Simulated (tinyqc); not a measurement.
Inside a calculation. Model: Haynes-Shockley experiment: drift, diffusion and decay of a minority-carrier pulse. Computed by tinyqc, a small Python program that keeps every step. Command: `OMP_NUM_THREADS=1 python tinyqc.py 3110946 3110947 out.jsonl haynes walk`. One thread of a shared host (Intel(R) Xeon(R) Processor @ 2.30GHz), about 0.01 s of CPU time with the checks. Intermediate numbers are printed to about 7 digits and carried at full precision; extremes and crossings named in words are read from the listed rows.

A thin sheet of excess carriers is made at x = 0, t = 0 in a long uniform bar; injection is low, so the pulse moves with the minority mobility.

Inputs (values chosen for the exercise, modelled on holes in n-type silicon in a lightly doped bar):
```
quantity                       value         unit
minority mobility mu             439   cm^2/(V s)
lifetime tau                      13  microsecond
temperature T                    300            K
field F                           34         V/cm
distance d to the collector     0.55           cm
second distance d2              0.98           cm
injected sheet density N0    2.3e+10       1/cm^2
```

Constants: k_B = 8.617333262e-05 eV/K.

## Transport coefficients

D = mu k_B T/e, v = mu F. Transit time d/v, diffusion length sqrt(D tau), drift length v tau, Peclet number v d/D = e F d/(k_B T).

D = 11.34903 cm^2/s

drift velocity v = 14926 cm/s

transit time d/v = 36.84845 microsecond

diffusion length = 121.4650 micrometre

drift length v tau = 0.194038 cm

Peclet number = 723.3483

The pulse must travel 2.83 drift lengths.

## The signal at the collector

dn(x, t) = N0/sqrt(4 pi D t) exp(-(x - v t)^2/(4 D t) - t/tau). At fixed x the signal peaks where d ln(dn)/dt = 0: a t^2 + t/2 - x^2/(4 D) = 0 with a = v^2/(4 D) + 1/tau. The full width at half maximum is found by solving dn(x, t) = peak/2 on both sides of the peak.

time of the peak t_p = 36.51290 microsecond

peak density = 1.892569e+10 1/cm^3

width at half maximum = 4.505710 microsecond

The peak comes 0.91 % before d/v, since spreading and recombination both weaken the later part of the pulse.

## Shape in time

Times are 0.7, 0.8, 0.9, 0.95, 1, 1.05, 1.1, 1.2 and 1.4 t_p.

Signal at d:
```
t/t_p  t (microsecond)   dn (1/cm^3)       dn/peak
0.70          25.55903  1.256046e+00  6.636724e-11
0.80          29.21032  2.085270e+06  1.101820e-04
0.90          32.86161  2.497859e+09  1.319825e-01
0.95          34.68725  1.171543e+10  6.190224e-01
1.00          36.51290  1.892569e+10  1.000000e+00
1.05          38.33854  1.226321e+10  6.479664e-01
1.10          40.16419  3.610274e+09  1.907605e-01
1.20          43.81547  4.354589e+07  2.300888e-03
1.40          51.11805  1.709051e+01  9.030323e-10
```

At 0.9 and 1.1 t_p the signal is 0.132 and 0.191 of its peak: the trailing side is the wider one.

## Simple reading of the pulse

With w the full width at half maximum: mu = d/(F t_p); D = (w d)^2/(16 ln2 t_p^3); Einstein ratio D/mu against k_B T/e.

apparent mobility = 443.0344 cm^2/(V s)

apparent D = 11.37542 cm^2/s

apparent D/mu = 25.67616 mV

error of mu = 0.9190091 %

error of D = 0.2325621 %

The true k_B T/e is 25.85 mV.

## Two distances

Differences remove part of the bias: mu = (d2 - d)/(F (t_p2 - t_p)). The time-integrated signal is A(x) = (N0/u) exp(x (v - u)/(2 D)), u = sqrt(v^2 + 4 D/tau); the simple lifetime is tau = (t_p2 - t_p)/ln(A(d)/A(d2)).

t_p2 = 65.09851 microsecond

mobility from two distances = 442.4274 cm^2/(V s)

area ratio A(d)/A(d2) = 9.092450

lifetime from areas = 12.94964 microsecond

Errors: mobility +0.78 % (one distance +0.92 %), lifetime -0.39 %.

## How the errors depend on the field

With w that width: mu = d/(F t_p); D = (w d)^2/(16 ln2 t_p^3). The field is scaled by the factors listed.

Errors of the simple reading:
```
factor  F (V/cm)     v d/D  v^2 tau/(4 D)  error of mu (%)  error of D (%)
0.5         17.0   361.674         15.950         3.364070       0.4552865
0.7         23.8   506.344         31.261         1.784515       0.3297753
1.0         34.0   723.348         63.799         0.919009       0.2325621
1.5         51.0  1085.022        143.547         0.439920       0.1556430
2.5         85.0  1808.371        398.742         0.180630       0.0935605
4.0        136.0  2893.393       1020.779         0.083538       0.0585084
7.0        238.0  5063.438       3126.134         0.035744       0.0334396
```

The error of mu falls from 3.36 to 0.0357 %. For large v d/D it is about D/(v d) + 2 D/(v^2 tau), here 0.0357 % in the last row: one part from spreading, one from recombination.

Checks made by the program: area of the signal against its closed form (relative difference below 1e-10).
